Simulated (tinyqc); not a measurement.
Raising U: Hubbard ring of 6 sites, mean field against exact. Computed by the program tinyqc. Collinear unrestricted mean field (the lowest of 40 random starts) against exact diagonalisation.

one-body matrix (hopping and site energies) (eV):
```
         1        2        3        4        5        6
1  -0.5400  -0.9200   0.0000   0.0000   0.0000  -0.9200
2  -0.9200   0.4300  -0.9200   0.0000   0.0000   0.0000
3   0.0000  -0.9200   0.2100  -0.9200   0.0000   0.0000
4   0.0000   0.0000  -0.9200  -0.1600  -0.9200   0.0000
5   0.0000   0.0000   0.0000  -0.9200   0.4700  -0.9200
6  -0.9200   0.0000   0.0000   0.0000  -0.9200  -0.2900
```

electrons, up and down: 3  3

Exact and mean-field results (eV):
```
U            U/t    E exact  E mean field  mean |n_up - n_down|  double occupancy, exact  first gap in the sector
0.4600    0.5000  -6.750020     -6.728365                0.0000                   0.2407                   1.4094
0.9200    1.0000  -6.109578     -6.022119                0.0000                   0.2233                   1.4050
1.8400    2.0000  -4.975088     -4.617338                0.0000                   0.1874                   1.2412
2.7600    3.0000  -4.042715     -3.326225                0.5208                   0.1504                   0.9560
5.5200    6.0000  -2.340606     -1.689291                0.8884                   0.0655                   0.4529
7.3600    8.0000  -1.775614     -1.247208                0.9373                   0.0398                   0.3232
11.0400  12.0000  -1.171498     -0.796268                0.9722                   0.0188                   0.2093
18.4000  20.0000  -0.665126     -0.431202                0.9900                   0.0070                   0.1252
```

Estimate the missing row, U = 3.68.

Computed row:
```
U          U/t    E exact  E mean field  mean |n_up - n_down|  double occupancy, exact  first gap in the sector
3.6800  4.0000  -3.311373     -2.536528                0.7461                   0.1154                   0.7275
```

In absolute terms mean field is worst at U/t = 4.0, 0.775 eV too high: at small U it is nearly exact, and at large U it misses only exchange-scale energies. Its local moments set in at U/t = 3.0 of those listed, a broken symmetry that the exact state of a finite cluster with equal spins does not have. Relative to the exact energy its error is 0.3 % at the smallest U, 35 % at most and 35 % at the largest. The double occupancy falls from 0.241 to 0.007.
